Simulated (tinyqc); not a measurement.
What each parameter does: linear model of a band gap against the share of exact exchange.

E(alpha) = E0 + S alpha. A wider gap screens less, modelled in the Penn form eps(alpha) = 1 + (e0 - 1)(EP/(EP + S alpha))^2 with a scale EP chosen for the exercise. A dielectric-dependent hybrid takes alpha = 1/eps.

Inputs chosen for the exercise (of the order of those of InP; shifted at random, so the results belong to these values and not to a real crystal): E0 = 0.7 eV (gap of the semi-local functional); S = 5.33 eV (slope dE/d(alpha)); e0 = 10.66 (optical dielectric constant at alpha = 0); EP = 11.1 eV (energy scale of the screening).

Fixed point alpha = 1/eps(alpha), gap and eps there.

One parameter was then changed.

Results before and after:
```
case      alpha  E (eV)    eps
base     0.1023   1.245  9.777
changed  0.1023   1.315  9.777
```

Which of these changes was made? (a) S = 4.797 eV; (b) EP = 12.21 eV; (c) E0 = 0.77 eV; (d) e0 = 11.726.
Answer: (c) E0 = 0.77 eV. Of the candidates, run in turn, only this one gives the changed row.

All candidates:
```
case            alpha  E (eV)     eps
base           0.1023   1.245   9.777
E0 = 0.77 eV   0.1023   1.315   9.777
S = 4.797 eV   0.1014   1.186   9.866
e0 = 11.726    0.0923   1.192  10.835
EP = 12.21 eV  0.1014   1.241   9.858
```

Program tinyqc; command `OMP_NUM_THREADS=1 python tinyqc.py 1880223 1880224 out.jsonl`; about 0.01 s on one thread of a shared Intel(R) Xeon(R) Processor @ 2.30GHz.
